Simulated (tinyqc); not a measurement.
## Barrier height from two thicknesses

Inverse problem. Through a thick flat barrier T = c exp(-2 kappa t) with a prefactor c that does not depend on t, and kappa = sqrt(m1 phi1/C), C = hbar^2/(2 m0). Find kappa, the decades lost for each nanometre, c and phi1.

Values chosen for this exercise: tunnelling mass of layer 1 m1 = 0.49 m0.

Constants: q = 1.602176634e-19 C, hbar = 1.054571817e-34 J s, m0 = 9.1093837015e-31 kg, hbar^2/(2 m0) = 0.0380998212 eV nm^2. Results are converted to the units shown.

T at t = 1.4 and 2.7 nm: [4.4362607e-7, 5.1213276e-13]

Answer. The ratio of the two values removes c: kappa = ln(T_a/T_b)/(2 (t_b - t_a)).

kappa = 5.258 1/nm
decades a nanometre = 4.567
c = 1.100
phi1 = 2.150 eV

Program tinyqc, `OMP_NUM_THREADS=1 python tinyqc.py 2540012 2540013 out.jsonl`; Intel Xeon 2.30GHz, shared host, one thread, about 0.03 s.
